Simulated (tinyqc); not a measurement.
MOS inversion layer, Poisson-Schroedinger loop: two steps of the calculation.

Electrons confined at an insulator interface at z = 0, treated as a hard wall; parabolic valleys, Hartree approximation, no image or exchange terms. The depletion charge lies far deeper than the electrons and gives a uniform field q Nd/(eps0 eps_r); the gate balances all charge. Energies are counted from the band edge at the interface.

Values chosen for this exercise; masses and permittivity close to those of germanium (111):
- eps_r = 16.2 (relative permittivity)
- mz1 = 1.62 m0 (mass along z of valley set A (1 valley(s)))
- Ns = 1.5e12 cm^-2 (sheet density of electrons)
- Nd = 1.2e12 cm^-2 (sheet density of depletion charge)
- a = 0.5 (mixing factor)

Constants: q = 1.602176634e-19 C, hbar = 1.054571817e-34 J s, m0 = 9.1093837015e-31 kg, eps0 = 8.8541878128e-14 F/cm where lengths are in cm, hbar^2/(2 m0) = 0.0380998212 eV nm^2. Results are converted to the units shown.

Question 1. Density, output potential and mixing. n_i = sum_k N_k |psi_k|^2 (converted to cm^-3). Hartree part by Gauss: on the interval before node i the electrons still beyond are S_i = Ns - hz sum_(j<i) n_j, and U_i = U_(i-1) + q S_i hz/(eps0 eps_r) in eV, U_0 = 0 at the interface. Mixing: U(new) = U + a (U(out) - U).

```
node	z (nm)	self-consistent potential U at the start (eV)	|psi|^2 of A1 (1/nm)	|psi|^2 of A2 (1/nm)	|psi|^2 of B1 (1/nm)	|psi|^2 of B2 (1/nm)
1	1.3	0	0.52450741	0.20100302	0.05059373	0.04788151
2	2.6	0	0.21756290	0.24993968	0.14180636	0.09134318
3	3.9	0	0.02566957	0.26712152	0.18667537	0.04836664
4	5.2	0	0.00144226	0.04753686	0.16620390	0.00105835
5	6.5	0	0.00004759	0.00348583	0.11335397	0.02826136
6	7.8	0	0.00000104	0.00014022	0.06295621	0.09742328
7	9.1	0	0.00000002	0.00000357	0.02952226	0.13913353
8	10.4	0	0.00000000	0.00000006	0.01197184	0.13019552
9	11.7	0	0.00000000	0.00000000	0.00427060	0.09205623
10	13	0	0.00000000	0.00000000	0.00135741	0.05259538
11	14.3	0	0.00000000	0.00000000	0.00038830	0.02523171
12	15.6	0	0.00000000	0.00000000	0.00010075	0.01040992
13	16.9	0	0.00000000	0.00000000	0.00002383	0.00374415
14	18.2	0	0.00000000	0.00000000	0.00000513	0.00117269
15	19.5	0	0.00000000	0.00000000	0.00000097	0.00030589
16	20.8	0	0.00000000	0.00000000	0.00000013	0.00005144
```

N_k (cm^-2): A1 1.1167916e12, A2 3.4541691e11, B1 3.7790758e10, B2 6.9203737e5

Wanted: n; U(out); U after round 1.

Answer 1.

```
node	n (1e18 cm^-3)	U(out) (eV)	U after round 1 (eV)
1	6.571	0.02178	0.01089
2	3.347	0.03116	0.01558
3	1.280	0.03422	0.01711
4	0.243	0.03486	0.01743
5	0.055	0.03505	0.01752
6	0.024	0.03513	0.01756
7	0.011	0.03516	0.01758
8	0.005	0.03517	0.01759
9	0.002	0.03518	0.01759
10	0.001	0.03518	0.01759
11	0.000	0.03518	0.01759
12	0.000	0.03518	0.01759
13	0.000	0.03518	0.01759
14	0.000	0.03518	0.01759
15	0.000	0.03518	0.01759
16	0.000	0.03518	0.01759
```

Question 2. Closed-form estimates. Triangular well: E_k = a_k (C F^2/mz)^(1/3), a_1 = 2.338107, a_2 = 4.087949, C = hbar^2/(2 m0), F in eV/nm. Fang-Howard (all electrons in the lowest level of set A): b^3 = 6 (mz1/C) q (Nd + 11 Ns/32)/(eps0 eps_r), centroid 3/b, level C b^2/(4 mz1) + (3/b) q (Nd + 11 Ns/16)/(eps0 eps_r). Use F = q (Nd + Ns)/(eps0 eps_r), the surface field, and F = q (Nd + Ns/2)/(eps0 eps_r).

Wanted: A1 with the surface field; A1 with Nd + Ns/2; A2 with Nd + Ns/2; b; Fang-Howard centroid; Fang-Howard level.

Answer 2.

A1 with the surface field = 0.064904 eV
A1 with Nd + Ns/2 = 0.052246 eV
A2 with Nd + Ns/2 = 0.091347 eV
b = 1.6972 1/nm
Fang-Howard centroid = 1.7676 nm
Fang-Howard level = 0.060990 eV

Numbers from tinyqc (`OMP_NUM_THREADS=1 python tinyqc.py 2160122 2160123 out.jsonl`; about 1 s on one thread of a shared Intel Xeon 2.30GHz).
